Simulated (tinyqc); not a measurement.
Worked calculation: empirical pseudopotential in a few plane waves. Computed by tinyqc, a small Python program that keeps every step. Settings: plane-wave index or count = 15. Command: `OMP_NUM_THREADS=1 python tinyqc.py 22713 22714 out.jsonl` (the two numbers bound the seeds that draw the settings). One thread of a shared host (Intel(R) Xeon(R) Processor @ 2.60GHz), about 0.2 s of CPU time with the checks.

## Bloch Hamiltonian at G

Parameters chosen for this model: fcc lattice, atoms at +/- a/8 (1,1,1); form factors in rydberg at |G|^2 in units of (2 pi/a)^2:
```
parameter                 value      unit
a                      5.600000  angstrom
VS(3)                 -0.200000        Ry
VS(8)                  0.028000        Ry
VS(11)                 0.055000        Ry
VA(3)                         0        Ry
VA(4)                         0        Ry
VA(11)                        0        Ry
hbar^2/2m (2 pi/a)^2   4.796303        eV
```

k point G (2 pi / a): [0, 0, 0]

Basis: the 15 shortest G (labels in 2 pi/a), the same at every k. H(G,G') = c |k + G|^2 delta + VS(|G-G'|^2) cos((G-G').tau) + i VA sin((G-G').tau), tau = a/8 (1,1,1); 1 Ry = 13.605693 eV.

H(k) at G (eV):
```
           +0+0+0     -1-1-1     -1-1+1     -1+1-1     -1+1+1     +1-1-1     +1-1+1     +1+1-1
+0+0+0   0.000000   1.924136  -1.924136  -1.924136  -1.924136  -1.924136  -1.924136  -1.924136
-1-1-1   1.924136  14.388909   0.000000   0.000000  -0.380959   0.000000  -0.380959  -0.380959
-1-1+1  -1.924136   0.000000  14.388909   0.380959   0.000000   0.380959   0.000000   0.000000
-1+1-1  -1.924136   0.000000   0.380959  14.388909   0.000000   0.380959   0.000000   0.000000
-1+1+1  -1.924136  -0.380959   0.000000   0.000000  14.388909   0.000000   0.380959   0.380959
+1-1-1  -1.924136   0.000000   0.380959   0.380959   0.000000  14.388909   0.000000   0.000000
+1-1+1  -1.924136  -0.380959   0.000000   0.000000   0.380959   0.000000  14.388909   0.380959
+1+1-1  -1.924136  -0.380959   0.000000   0.000000   0.380959   0.000000   0.380959  14.388909
+1+1+1   1.924136   0.000000  -0.380959  -0.380959   0.000000  -0.380959   0.000000   0.000000
-2+0+0   0.000000  -1.924136  -1.924136  -1.924136   1.924136   0.529137  -0.529137  -0.529137
+0-2+0   0.000000  -1.924136  -1.924136   0.529137  -0.529137  -1.924136   1.924136  -0.529137
+0+0-2   0.000000  -1.924136   0.529137  -1.924136  -0.529137  -1.924136  -0.529137   1.924136
+0+0+2   0.000000  -0.529137   1.924136  -0.529137  -1.924136  -0.529137  -1.924136   0.529137
+0+2+0   0.000000  -0.529137  -0.529137   1.924136  -1.924136  -0.529137   0.529137  -1.924136
+2+0+0   0.000000  -0.529137  -0.529137  -0.529137   0.529137   1.924136  -1.924136  -1.924136

           +1+1+1     -2+0+0     +0-2+0     +0+0-2     +0+0+2     +0+2+0     +2+0+0
+0+0+0   1.924136   0.000000   0.000000   0.000000   0.000000   0.000000   0.000000
-1-1-1   0.000000  -1.924136  -1.924136  -1.924136  -0.529137  -0.529137  -0.529137
-1-1+1  -0.380959  -1.924136  -1.924136   0.529137   1.924136  -0.529137  -0.529137
-1+1-1  -0.380959  -1.924136   0.529137  -1.924136  -0.529137   1.924136  -0.529137
-1+1+1   0.000000   1.924136  -0.529137  -0.529137  -1.924136  -1.924136   0.529137
+1-1-1  -0.380959   0.529137  -1.924136  -1.924136  -0.529137  -0.529137   1.924136
+1-1+1   0.000000  -0.529137   1.924136  -0.529137  -1.924136   0.529137  -1.924136
+1+1-1   0.000000  -0.529137  -0.529137   1.924136   0.529137  -1.924136  -1.924136
+1+1+1  14.388909  -0.529137  -0.529137  -0.529137  -1.924136  -1.924136  -1.924136
-2+0+0  -0.529137  19.185212   0.380959   0.380959  -0.380959  -0.380959   0.000000
+0-2+0  -0.529137   0.380959  19.185212   0.380959  -0.380959   0.000000  -0.380959
+0+0-2  -0.529137   0.380959   0.380959  19.185212   0.000000  -0.380959  -0.380959
+0+0+2  -1.924136  -0.380959  -0.380959   0.000000  19.185212   0.380959   0.380959
+0+2+0  -1.924136  -0.380959   0.000000  -0.380959   0.380959  19.185212   0.380959
+2+0+0  -1.924136   0.000000  -0.380959  -0.380959   0.380959   0.380959  19.185212
```

## Levels at G

Diagonalise the Hermitian matrix.

eigenvalues (eV): [-1.717117, 11.049040, 11.049040, 11.049040, 12.638333, 14.007949, 14.007949, 14.007949, 17.248904, 18.423293, 18.423293, 22.144121, 22.144121, 22.144121, 23.602503]

## Bands along a path

The same steps at evenly spaced points between the labelled ones.

Bands along the path (eV), lowest eight:
```
k            band 1     band 2     band 3     band 4     band 5     band 6     band 7     band 8
L          0.724380   3.590925   9.960011   9.960011  11.890579  14.750656  14.750656  17.887133
L-G 0.25  -0.045627   4.694768  10.016102  10.016102  11.998555  14.769333  14.769333  18.160324
L-G 0.50  -0.935176   6.707430  10.316876  10.316876  12.416487  14.902092  14.902092  17.420139
L-G 0.75  -1.518081   9.111450  10.772636  10.772636  13.018169  14.441363  14.441363  15.044070
G         -1.717117  11.049040  11.049040  11.049040  12.638333  14.007949  14.007949  14.007949
G-X 0.25  -1.450977   9.191989  10.270526  10.270526  13.153430  14.373106  15.193207  15.193207
G-X 0.50  -0.659043   6.858576   9.213606   9.213606  12.084501  13.750493  17.427227  17.427227
G-X 0.75   0.637016   4.643948   8.552042   8.552042  11.545955  12.198970  19.970762  19.970762
X          2.393625   2.659459   8.407656   8.407656  11.386478  11.690059  22.742362  22.742362
```

With 4 band(s) filled, the highest filled level on these points lies at G and the lowest empty one at X: a gap of 0.3374 eV, indirect. This holds for the small fixed basis; with all plane waves up to |k + G|^2 = 21 (2 pi/a)^2 the gap along the path is 0.22 eV.

## Convergence with the number of plane waves

Levels at G counted from the fourth one.

Levels (eV):
```
plane waves     level 1   level 5   level 8
9            -15.725066  0.000000  1.523838
15           -12.766157  1.589293  2.958909
27           -12.299153  2.065613  2.859009
51           -12.361820  2.154600  2.942297
59           -12.379899  2.162943  2.820150
65           -12.386999  2.162943  2.797096
89           -12.365245  2.149415  2.816281
```
